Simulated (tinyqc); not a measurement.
Kinetic Monte Carlo and master equation for a particle on a ring of sites with traps and bias: one step, computed by the program tinyqc. Command: `OMP_NUM_THREADS=1 python tinyqc.py 3010485 3010486 out.jsonl kmc walk`. One thread of a shared host (Intel(R) Xeon(R) Processor @ 2.30GHz), about 0.07 s of CPU time with the checks.

6 sites on a ring, numbered 1 to 6. The saddle between i and i+1 lies at E0 + s b_i and site i at s eps_i; a force F tilts the landscape, with the saddle half-way.

Question. Twelve steps of the residence-time algorithm. Start on site 1 at t = 0. Hop right if r1 is below the share right, else left; advance the clock by -ln(r2) times the mean stay.

Inputs (values chosen for the exercise, for a model defect): temperature T = 400 K.

Disorder: both.

Random numbers:
```
step      r1      r2
1     0.6235  0.4061
2     0.6792  0.8155
3     0.3096  0.6148
4     0.8513  0.7576
5     0.9530  0.1954
6     0.2995  0.4480
7     0.5009  0.5770
8     0.9967  0.6955
9     0.8561  0.7499
10    0.2712  0.0187
11    0.0871  0.5027
12    0.2118  0.6384
```

Rates, shares of right hops and mean stays:
```
site  k right (1/s)  k left (1/s)  share right  mean stay (s)
1             50352       39348.2    0.5613385   1.114819e-05
2           5865829      172781.3    0.9713872   1.656010e-07
3             44836      149451.2    0.2307699   5.147030e-06
4           1059161      188492.9    0.8489221   8.015041e-07
5            815769      346643.8    0.7017894   8.602797e-07
6           1260546      266986.0    0.8252175   6.546507e-07
```

Give: Trajectory.

Answer.

Trajectory:
```
step  site    hop    wait (s)   clock (s)  net hops
1        1   left  1.0046e-05  1.0046e-05        -1
2        6  right  1.3352e-07  1.0180e-05         0
3        1  right  5.4231e-06  1.5603e-05         1
4        2  right  4.5971e-08  1.5649e-05         2
5        3   left  8.4036e-06  2.4052e-05         1
6        2  right  1.3297e-07  2.4185e-05         2
7        3   left  2.8304e-06  2.7016e-05         1
8        2   left  6.0134e-08  2.7076e-05         0
9        1   left  3.2086e-06  3.0285e-05        -1
10       6  right  2.6050e-06  3.2890e-05         0
11       1  right  7.6673e-06  4.0557e-05         1
12       2  right  7.4320e-08  4.0631e-05         2
```
